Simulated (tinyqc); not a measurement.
# Worked calculation: on-chip interconnect, size-dependent resistivity and RC delay

Numbers from tinyqc (`OMP_NUM_THREADS=1 python tinyqc.py 2100081 2100082 out.jsonl`; about 0.01 s on one thread of a shared Intel Xeon 2.30GHz). Printed values are rounded.

A rectangular line between two neighbours and two ground planes. Surface and grain-boundary scattering are added to the bulk resistivity as corrections; capacitances are parallel-plate values without fringing; inductance is ignored.

Values chosen for this exercise; metal values close to those of copper: bulk resistivity rho0 = 1.71 uohm cm; bulk mean free path lam = 40.4 nm; specular share of surface scattering ps = 0; reflection coefficient of grain boundaries Rg = 0.5; grain size over the metal width gr = 0.7; drawn line width wd = 25 nm; aspect ratio, height over width AR = 2; liner on both walls and the bottom, not conducting tl = 2.9 nm; space to the neighbouring lines sp = 30 nm; dielectric height to the planes above and below hd = 49 nm; relative permittivity of the dielectric ek = 2.7; Miller factor of the neighbours Mf = 1; line length Lw = 6.3 um; driver resistance Rd = 2300 ohm; load capacitance Cl = 2.6 fF; time step dt = 3 ps.

Constants: eps0 = 8.8541878128e-12 F/m. Results are converted to the units shown.

Range of the model: The metal width is under the mean free path, where the thick-limit surface term and the simple sum of corrections lose accuracy.

## Resistivity, resistance and capacitance per length

Metal width x = wd - 2 tl, height y = AR wd - tl; grain boundaries (Mayadas-Shatzkes): al = (lam/(gr x)) Rg/(1 - Rg), g = 1/[1 - 3 al/2 + 3 al^2 - 3 al^3 ln(1 + 1/al)] - 1; surfaces (Fuchs-Sondheimer, thick limit): s = (3/8) lam (1 - ps)(1/x + 1/y); rho = rho0 (1 + g + s); r = rho/(x y); c = eps0 ek (2 wd/hd + 2 Mf AR wd/sp).

x = 19.2 nm
y = 47.1 nm
al = 3.00595
g = 4.06479
s = 1.11072
rho = 10.5601 uohm cm
r = 116.774 ohm/um
c = 0.104082 fF/um

rho is 6.18 times the bulk value; grain boundaries add more (4.06 against 1.11). The liner takes 27.7 % of the cross-section.

## Ladder and Elmore delays

4 equal pi sections: series Rs = r Lw/4; node capacitances c Lw/4, halved at nodes 0 and 4, with Cl added to node 4; Rd feeds node 0. Elmore delay of node k: the sum, over the resistors on the path to k, of resistance times all capacitance downstream of it.

Rs = 183.919 ohm
C, node 0 to 4 (fF): [0.0819645, 0.163929, 0.163929, 0.163929, 2.68196]
Elmore delay, node 0 to 4 (ps): [7.48815, 8.07186, 8.62542, 9.14884, 9.64210]

The far-end value equals Rd (c Lw + Cl) + r Lw (c Lw/2 + Cl) for any number of pi sections; the line resistance contributes 22.3 % of it.

## Step 1: node voltages after a time step

v at t = 0, node 0 to 4 (V): [0, 0, 0, 0, 0]

A 1 V step is applied behind Rd at t = 0. C dv/dt = -G v + b, with G the conductance matrix of the ladder (1/Rs between neighbours, 1/Rd added at node 0) and b = (1 V/Rd, 0, ...). Trapezoidal step: (C/dt + G/2) v(new) = (C/dt - G/2) v + b.

v at t = 1 dt, node 0 to 4 (V): [0.610153, 0.505145, 0.410292, 0.323685, 0.243584]

## Step 2: node voltages after a time step

As before.

v at t = 2 dt, node 0 to 4 (V): [0.423575, 0.449439, 0.464030, 0.471454, 0.475343]

## Course in time

A 1 V step is applied behind Rd at t = 0. C dv/dt = -G v + b, with G the conductance matrix of the ladder (1/Rs between neighbours, 1/Rd added at node 0) and b = (1 V/Rd, 0, ...). Trapezoidal step: (C/dt + G/2) v(new) = (C/dt - G/2) v + b. The last column solves the same ladder exactly by its modes.

Voltages (V):
```
t (ps)  node 0  node 2  node 4  node 4, exact
3.000    0.610  0.4103  0.2436         0.2576
6.000    0.424  0.4640  0.4753         0.4593
9.000    0.838  0.6946  0.5987         0.6062
12.00    0.656  0.7139  0.7251         0.7132
15.00    0.951  0.8403  0.7868         0.7912
18.00    0.785  0.8492  0.8562         0.8479
21.00    1.006  0.9145  0.8866         0.8892
24.00    0.857  0.9227  0.9248         0.9193
27.00    1.030  0.9519  0.9397         0.9413
30.00    0.899  0.9628  0.9607         0.9572
33.00    1.040  0.9705  0.9679         0.9688
36.00    0.924  0.9849  0.9795         0.9773
```

The far end of the ladder reaches 0.5 V at 6.740 ps, 0.699 of its Elmore delay (ln 2 = 0.693 for a single pole); the slowest mode has a time constant of 9.461 ps. The largest error of the trapezoidal steps at that node is 16 mV. Node 0 swings up and down from step to step: the trapezoidal rule does not damp modes much faster than dt, so these swings are numerical.
